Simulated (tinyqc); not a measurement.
Worked calculation: grain growth, pinning, strength and diffusional creep of a polycrystal or thin film. Computed by tinyqc, a small Python program that keeps every step. Command: `OMP_NUM_THREADS=1 python tinyqc.py 3013445 3013446 out.jsonl grain walk`. One thread of a shared host (Intel(R) Xeon(R) Processor @ 2.30GHz), about 0.01 s of CPU time with the checks. Intermediate numbers are printed to about 5 digits and carried at full precision; extremes and crossings named in words are read from the listed rows.

One mean grain size d describes the structure.

Inputs (values chosen for the exercise, modelled on nickel):
```
quantity                                    value        unit
shear modulus G                              79.9         GPa
Burgers vector b                            2.492    angstrom
atomic volume Omega                         10.94  angstrom^3
boundary energy gamma                        0.88       J/m^2
mobility prefactor M0                       2e-07   m^4/(J s)
activation energy of boundary motion Q_m     1.38          eV
anneal temperature T                          676           K
anneal time t                                 260           s
initial grain size d0                         170          nm
particle volume fraction f                 0.0002           -
particle radius r                             3.9          nm
film thickness h                              220          nm
surface energy gamma_s                        2.9       J/m^2
friction stress sigma_0                        26         MPa
Hall-Petch slope k_y                         0.17   MPa m^0.5
lattice diffusion energy Q_l                 2.84          eV
boundary diffusion energy Q_b                1.22          eV
lattice prefactor D0                      0.00011       m^2/s
boundary prefactor delta D0b                5e-15       m^3/s
applied stress sigma                           25         MPa
service temperature T_c                       561           K
```

Sample: thin film on a substrate.

Constants: k_B = 8.617333262e-05 eV/K; k_B = 1.380649e-23 J/K.

## Mobility and the sizes at which growth stops

M = M0 exp(-Q_m/(k_B T)). The driving pressure is 2 gamma/d. Zener pinning pressure 3 f gamma/(2 r) stops growth at d_Z = 4 r/(3 f). Grooves where boundaries meet the surface have the angle theta = arcsin(gamma/(2 gamma_s)) and are taken to stop growth at d_h = h/(2 theta), a few film thicknesses; the limit is 1/d_lim = 1/d_Z + 1/d_h.

mobility M = 1.0297e-17 m^4/(J s)

Zener size d_Z = 26000 nm

groove angle theta = 0.15231 rad

groove limit d_h = 722.20 nm

limit d_lim = 702.68 nm

The grooves set the tighter limit.

## Grain size after the anneal

dd/dt = 2 M gamma (1/d - 1/d_lim) integrates to 2 M gamma t = d_lim (d0 - d) + d_lim^2 ln[(d_lim - d0)/(d_lim - d)]; without pinning d^2 = d0^2 + 4 M gamma t.

size without pinning = 195.77 nm

grain size d = 189.50 nm

Pinning holds d to 97 % of the free value.

## Yield stress

Hall-Petch term k_y/sqrt(d). Orowan term 3.06 x 0.4 G b ln(2 rbar/b)/(pi lambda sqrt(1 - nu)) with nu = 1/3, rbar = sqrt(2/3) r, lambda = rbar (sqrt(pi/f) - 2). Film term (threading dislocation, matched substrate, the geometry of an fcc (111) film taken for all cases): 3.464 G b ln(2 h/b)/(4 pi (1 - nu) h). The terms are added to sigma_0.

Hall-Petch term = 390.52 MPa

Orowan term = 78.405 MPa

film term = 279.78 MPa

yield stress = 774.71 MPa

The largest term is the Hall-Petch one. The anneal changed the Hall-Petch term from 412 to 391 MPa.

## Diffusional creep at T_c

Nabarro-Herring rate = 14 sigma Omega D_l/(k_B T d^2), D_l = D0 exp(-Q_l/(k_B T)); Coble rate = 14 pi sigma Omega delta D_b/(k_B T d^3), delta D_b = delta D0b exp(-Q_b/(k_B T)); they are equal at d_x = pi delta D_b/D_l.

Nabarro-Herring rate = 4.6441e-17 1/s

Coble rate = 1.2514e-05 1/s

crossover size d_x = 5.1062e+10 micrometre

time to 1 % strain = 799.12 s

Boundary diffusion carries the creep, by a factor 2.7e11.

## Strength against creep resistance

Hall-Petch term k_y/sqrt(d).

At T_c and sigma:
```
d (nm)  Hall-Petch term (MPa)  Nabarro-Herring (1/s)  Coble (1/s)  time to 1 % (s)
30                     981.50             1.8530e-15   3.1539e-03       3.1707e+00
100                    537.59             1.6677e-16   8.5156e-05       1.1743e+02
300                    310.38             1.8530e-17   3.1539e-06       3.1707e+03
1000                   170.00             1.6677e-18   8.5156e-08       1.1743e+05
3000                    98.15             1.8530e-19   3.1539e-09       3.1707e+06
10000                   53.76             1.6677e-20   8.5156e-11       1.1743e+08
100000                  17.00             1.6677e-22   8.5156e-14       1.1743e+11
```

From 100 micrometre to 30 nm grains the Hall-Petch term grows 58 times, while the time to 1 % strain shrinks by 10.6 decades. Coble creep rules in 7 of the seven rows (d_x is a millimetre or more). Fine grains resist slip but creep fast. The Hall-Petch value at 30 nm is at the edge of that law, and in a film grains much larger than h lose atoms to the surfaces instead.

## Growth with time

The formulas are those given above.

At T:
```
t (s)   free growth (nm)  pinned growth (nm)  d/d_lim
41                 174.3              173.27  0.24659
140                184.3              180.85  0.25737
410                209.2              199.60  0.28406
1400               282.2              253.15  0.36026
4100               421.3              345.91  0.49227
14000              732.4              504.82  0.71842
41000             1230.9              642.29  0.91405
140000            2259.1              701.21  0.99791
```

The apparent exponent d ln d/d ln t of the pinned growth is at most about 0.31, below the ideal 1/2, and falls to 0.071 in the last rows: the initial size hides the law early and pinning hides it late.

Checks made by the program: d against numerical integration (relative difference 1e-09).
